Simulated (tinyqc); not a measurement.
Inside a calculation. Model: diffused layer (Gaussian), carriers, mobility and sheet resistance with incomplete ionisation.

Computed by the program tinyqc: `OMP_NUM_THREADS=1 python tinyqc.py 2110140 2110141 out.jsonl`, one thread of a shared Intel Xeon 2.30GHz, about 0.02 s for the whole run. Printed values are rounded.

An n-type layer from the surface x = 0 to the junction xj, N(x) = N0 exp(-(x/Ld)^2). Local neutrality (no depletion at surface or junction, no spilling of carriers), intrinsic carriers neglected, Boltzmann statistics.

Inputs (values chosen for the exercise); values close to those of arsenic in silicon over a p-type background: temperature T = 300 K; background doping of the opposite type Nb = 1.4e14 cm^-3; peak chemical concentration N0 = 1.3e18 cm^-3; mobility limit at high doping m1 = 53.5 cm^2/(V s); mobility limit at low doping, at 300 K m2 = 1370 cm^2/(V s); reference doping of the mobility law Nr = 9.86e16 cm^-3; exponent of the mobility law am = 0.698; temperature exponent of m2 bt = 2.1; solubility limit of active dopant Ns = 2.05e20 cm^-3; conduction-band density of states at T NB = 2.76e19 cm^-3; ionisation energy in the dilute limit Ei = 0.0529 eV; degeneracy factor of the level gd = 2; lowering of Ei per N^(1/3) ks = 0 eV cm; diffusion length 2 sqrt(D t) Ld = 58 nm.

Constants: q = 1.602176634e-19 C, kB = 1.380649e-23 J/K, Vt = kB T/q. Results are converted to the units shown.

## Junction depth and local values

xj = Ld sqrt(ln(N0/Nb)); 11 equal steps from 0 to xj. Active dopant A = min(N, Ns); n solves n (n + Nb)/(A - Nb - n) = K, K = (NB/gd) exp(-E/Vt), E = max(Ei - ks A^(1/3), 0), so n = 2 K (A - Nb)/[Nb + K + sqrt((Nb + K)^2 + 4 K (A - Nb))]; mobility mu = m1 + (m2 (T/300 K)^(-bt) - m1)/(1 + ((A + Nb)/Nr)^am).

xj = 175.3120 nm

```
point    x (nm)    N (cm^-3)    A (cm^-3)  n (1e17 cm^-3)  mu (cm^2/(V s))
0        0.0000       1.3e18       1.3e18        8.726946         240.2067
1       15.9375  1.205456e18  1.205456e18        8.242533         248.8107
2       31.8749  9.611162e17  9.611162e17        6.922132         276.5931
3       47.8124  6.588956e17  6.588956e17        5.118140         329.7315
4       63.7498  3.883949e17  3.883949e17        3.279247         418.7551
5       79.6873  1.968552e17  1.968552e17        1.787774         555.7743
6       95.6247  8.578993e16  8.578993e16        0.818834         743.3225
7      111.5622  3.214712e16  3.214712e16        0.314500         955.9848
8      127.4996  1.035772e16  1.035772e16        0.101590         1142.047
9      143.4371  2.869475e15  2.869475e15        0.027251         1264.018
10     159.3745  6.835293e14  6.835293e14        0.005433         1324.948
11     175.3120       1.4e14       1.4e14        0.000000         1348.392
```

At the point of highest doping 67.1 % of the net active dopant gives free carriers. The mobility runs from 240 to 1350 cm^2/(V s).

## Sheet quantities by the trapezoid rule

Dose = integral of N, carrier sheet density = integral of n, 1/Rs = q integral of n mu, mean mobility 1/(q Rs sheet density), Hall mobility (unit Hall factor) = integral of n mu^2 over integral of n mu, Hall sheet density = (integral of n mu)^2/integral of n mu^2; all from 0 to xj.

dose = 6.6820e12 cm^-2
carrier sheet density = 4.9376e12 cm^-2
Rs = 3864.1 ohm/square
mean mobility = 327.14 cm^2/(V s)
Hall mobility = 384.88 cm^2/(V s)
Hall sheet density = 4.1968e12 cm^-2

Carriers make up 73.9 % of the dose. A Hall measurement weights the mobile tail, so its sheet density is 15 % below the true one. With 4000 steps Rs = 3864 ohm/square; the coarse value is within 0.01 % of it.
